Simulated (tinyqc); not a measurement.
# Changing the longitudinal mass m_l

Model: donor in an ellipsoidal valley (Kohn-Luttinger variational method). Computed by tinyqc, a small Python program. Command: `OMP_NUM_THREADS=1 python tinyqc.py 3023593 3023594 out.jsonl kohnlutt sweep`. One thread of a shared host (Intel(R) Xeon(R) Processor @ 2.30GHz), about 0.1 s of CPU time with the checks.

H = -(d^2/dx^2 + d^2/dy^2) - gamma d^2/dz^2 - 2/r in units built on m_t, with gamma = m_t/m_l and z along the valley axis. One valley; no valley-orbit or central-cell term.

Inputs (values chosen for the exercise, modelled on germanium): transverse mass m_t = 0.0816 m_0; dielectric constant eps = 15.8.

Constants: Ry = 13.605693123 eV; a_0 = 0.529177210903 angstrom.

Method:
- Ry* = Ry m_t/eps^2, a* = a_0 eps/m_t, gamma = m_t/m_l.
- Trial function exp(-sqrt((x^2 + y^2)/a^2 + z^2/b^2)) with beta = b/a < 1: E = t/a^2 - u/a, t = (2 + gamma/beta^2)/3, u = 2 arcsin(sqrt(1 - beta^2))/sqrt(1 - beta^2); the best a is 2 t/u and E(beta) = -u^2/(4 t).
- Golden-section search on beta from 0.05 to 0.999, 60 steps.
- Gaussian basis: g = P exp(-al (x^2 + y^2) - be z^2) with P = 1 (s-like), z (2p0) or x (2p+-); al = 0.004 x 2.6^k, k = 0..11, and be/al = 1, gamma^(-1/2) or 1/gamma (36 functions); 1/r = (2/sqrt(pi)) int exp(-t^2 r^2) dt by 48 Gauss-Legendre points after t = sqrt(al_i + al_j) tan(theta); overlap eigenvalues below 1e-10 are dropped.

One run for each value; columns: (1) longitudinal mass m_l (m_0); (2) 1s binding energy, trial function (meV); (3) 2p0 binding energy (meV); (4) 2p+- binding energy (meV); (5) best beta; (6) 1s binding energy, Gaussian basis (meV):
```
(1)       (2)     (3)     (4)      (5)     (6)
0.098   4.722  1.2391  1.1522  0.93678   4.722
0.150   5.385  1.5765  1.2429  0.80548   5.386
0.240   6.146  2.0191  1.3371  0.68256   6.150
0.360   6.817  2.4611  1.4123  0.59222   6.825
0.570   7.583  3.0278  1.4902  0.50466   7.600
0.880   8.301  3.6230  1.5565  0.43418   8.329
1.400   9.051  4.3151  1.6194  0.36996   9.096
2.100   9.684  4.9574  1.6678  0.32188   9.748
3.300  10.357  5.7017  1.7149  0.27576  10.445
```

Over the rows, 1s binding energy, trial function (meV) rises from 4.72 to 10.4 (exponent d ln y / d ln x 0.31 between the first rows and 0.15 between the last); 2p0 binding energy (meV) rises from 1.24 to 5.70 (exponent d ln y / d ln x 0.57 between the first rows and 0.31 between the last); 2p+- binding energy (meV) rises from 1.15 to 1.71 (exponent d ln y / d ln x 0.18 between the first rows and 0.062 between the last).

Extremes, crossings and ranges named in words are read from the listed rows.
